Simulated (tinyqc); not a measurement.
# Composition and strain of an epitaxial Si(1-x)Ge(x) layer from Raman and X-ray peaks, step by step

A worked calculation. Computed by tinyqc, a small Python program that keeps every step. Command: `OMP_NUM_THREADS=1 python tinyqc.py 3024462 3024463 out.jsonl epiraman walk`. One thread of a shared host (Intel(R) Xeon(R) Processor @ 2.30GHz), about 0.01 s of CPU time with the checks. Intermediate numbers are printed to about 6 digits and carried at full precision; extremes and crossings named in words are read from the listed rows.

A (001) layer, biaxially strained in the plane. The Raman peaks follow empirical lines omega = w0 + c1 x + c3 x^3 + b eps (c3 for Si-Ge alone), with eps the in-plane strain.

Inputs (values chosen for the exercise, modelled on silicon-germanium):

| quantity | value | unit |
|---|---|---|
| Ge fraction x | 0.6 | - |
| degree of relaxation R | 0.43 | - |
| lattice constant of Si | 5.431 | angstrom |
| lattice constant of Ge | 5.658 | angstrom |
| bowing B | 0.025 | angstrom |
| 2 C12/C11 of Si | 0.769 | - |
| 2 C12/C11 of Ge | 0.758 | - |
| Si-Si: w0 | 520.5 | 1/cm |
| Si-Si: c1 | -66.3 | 1/cm |
| Si-Si: strain coefficient b | -745 | 1/cm |
| Si-Ge: w0 | 400.2 | 1/cm |
| Si-Ge: c1 | 25 | 1/cm |
| Si-Ge: c3 | -35.9 | 1/cm |
| Si-Ge: strain coefficient b | -581 | 1/cm |
| Ge-Ge: w0 | 280.4 | 1/cm |
| Ge-Ge: c1 | 18.9 | 1/cm |
| Ge-Ge: strain coefficient b | -437 | 1/cm |
| uncertainty of a Raman peak | 0.05 | 1/cm |
| X-ray wavelength | 1.540598 | angstrom |

Substrate: silicon. Pair of peaks used: Si-Ge and Ge-Ge.

## Lattice constants and strain

Relaxed lattice constant a(x) = a_Si + (a_Ge - a_Si) x - B x (1 - x). In-plane constant a_par = a_sub + R (a(x) - a_sub); eps = a_par/a(x) - 1; eps_perp = -(2 C12/C11) eps with 2 C12/C11 linear in x; a_perp = a(x) (1 + eps_perp).

relaxed constant a(x) = 5.5612 angstrom

substrate constant a_sub = 5.431 angstrom

a_par = 5.486986 angstrom

in-plane strain eps = -13.3450 per mille

strain along the normal = 10.1742 per mille

a_perp = 5.61778 angstrom

The layer is under compression in the plane and is stretched along the normal.

## Raman peaks

Insert x and eps in the three lines; the strain part is b eps.

Si-Si peak = 490.662 1/cm

Si-Ge peak = 415.199 1/cm

Ge-Ge peak = 297.572 1/cm

strain parts (1/cm): Si-Si 9.94200, Si-Ge 7.75342, Ge-Ge 5.83175

Read as unstrained, the Si-Si peak would give x = 0.450 in place of 0.6.

## X-ray (004) reflection

Bragg angle theta = arcsin(2 lambda/a) for (004), for the substrate with a_sub and the layer with a_perp; separation in arc seconds.

theta of the substrate = 34.5646 degree

theta of the layer = 33.2623 degree

separation, layer less substrate = -4688.41 arcsec

## Back from two peaks to composition and strain

Unknowns x and eps (per mille). Newton steps: J d = (measured - model), J = [d omega/dx, d omega/d eps] for the two peaks; start at x = 0.5, eps = 0; stop when |d| < 1e-9. The peaks are rounded to 0.001 per cm; R = (a(x)(1 + eps) - a_sub)/(a(x) - a_sub).

peaks used (1/cm): Si-Ge 415.199, Ge-Ge 297.572

Iterations:

| step | x | eps (per mille) | residual 1 (1/cm) | residual 2 (1/cm) |
|---|---|---|---|---|
| 0 | 0.500000 | 0.0000 | 6.98650e+00 | 7.722 |
| 1 | 0.621246 | -12.4267 | 8.55610e-01 | 0.000 |
| 2 | 0.600725 | -13.3142 | 2.78656e-02 | 0.000 |
| 3 | 0.600010 | -13.3451 | 3.30269e-05 | 0.000 |
| 4 | 0.600009 | -13.3451 | 4.66684e-11 | 0.000 |

recovered x = 0.600009

recovered eps = -13.3451 per mille

recovered R = 0.43

## Which pair of peaks is best

For each pair invert J = [d omega/dx, d omega/d eps] at the true x. Independent errors of the given size in both peaks give sigma_x and sigma_eps = uncertainty x (norm of the rows of the inverse of J).

Error propagation:

| pair | det J | sigma_x | sigma_eps (per mille) |
|---|---|---|---|
| Si-Si and Si-Ge | 28.26016 | 0.00167155 | 0.119807 |
| Si-Si and Ge-Ge | 43.0536 | 0.00100306 | 0.0800645 |
| Si-Ge and Ge-Ge | 16.9993 | 0.00213833 | 0.0687836 |

The pair Si-Si and Ge-Ge fixes x best (sigma_x = 0.0010) and Si-Ge and Ge-Ge worst (0.0021), a factor 2.1. Strain moves all peaks the same way, so a good pair needs different ratios of composition slope to strain coefficient, best of opposite sign; the slopes here are -66.3, -13.8 and 18.9 per cm for Si-Si, Si-Ge and Ge-Ge. Errors in the coefficients themselves are not counted.

## Relaxation at fixed composition

(004) Bragg angle theta = arcsin(2 lambda/a), with a = a_perp for the layer and a_sub for the substrate; separation = layer less substrate. The apparent x is the one that a fully strained layer (R = 0) would need to give the same a_perp.

Signatures:

| R | eps (per mille) | Si-Si (1/cm) | Ge-Ge (1/cm) | a_perp (angstrom) | (004) separation (arcsec) | apparent x if R = 0 is assumed |
|---|---|---|---|---|---|---|
| 0.00 | -23.4122 | 498.162 | 301.971 | 5.66046 | -5706.99 | 0.600000 |
| 0.15 | -19.9004 | 495.546 | 300.436 | 5.64557 | -5353.79 | 0.563319 |
| 0.30 | -16.3885 | 492.929 | 298.902 | 5.63069 | -4998.32 | 0.526359 |
| 0.50 | -11.7061 | 489.441 | 296.856 | 5.61083 | -4520.81 | 0.476635 |
| 0.70 | -7.0237 | 485.953 | 294.809 | 5.59098 | -4039.17 | 0.426387 |
| 0.85 | -3.5118 | 483.336 | 293.275 | 5.57609 | -3675.19 | 0.388347 |
| 1.00 | 0.0000 | 480.720 | 291.740 | 5.56120 | -3308.84 | 0.349995 |

Full relaxation moves the Si-Si peak by -17.44 per cm and shrinks the X-ray separation to 58 % of its strained value, about 1/(1 + 2 C12/C11). A symmetric reflection alone cannot part x from R: a relaxed layer read as strained gives x = 0.350 in place of 0.6. An asymmetric reflection or a second peak is needed.

Checks made by the program: recovered composition (relative difference 2e-05).
